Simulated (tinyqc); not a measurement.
Worked calculation: harmonic frequencies on the RHF/6-311g surface (energies and gradients from PySCF), for H2, spin multiplicity 1. One step of it, computed by the program tinyqc.

Task: One row of the Hessian: 2Hz. Displace 2Hz by +/-0.002 bohr; H(k, :) = (g(+) - g(-)) / (2 delta).

optimised positions (bohr), order 1H, 2H:
$$\begin{pmatrix}
0.000000 & 0.000000 & 0.012671 \\
0.000000 & 0.000000 & 1.395175
\end{pmatrix}$$

gradient at +delta (hartree/bohr), order 1H, 2H:
$$\begin{pmatrix}
0.00000000 & 0.00000000 & -0.00079845 \\
0.00000000 & 0.00000000 & 0.00079845
\end{pmatrix}$$

gradient at -delta (hartree/bohr), order 1H, 2H:
$$\begin{pmatrix}
0.00000000 & 0.00000000 & 0.00080098 \\
0.00000000 & 0.00000000 & -0.00080098
\end{pmatrix}$$

Give: row of the Hessian.

Result:

row of the Hessian (hartree/bohr^2): 1Hx 0.00000, 1Hy 0.00000, 1Hz -0.39986, 2Hx 0.00000, 2Hy 0.00000, 2Hz 0.39986
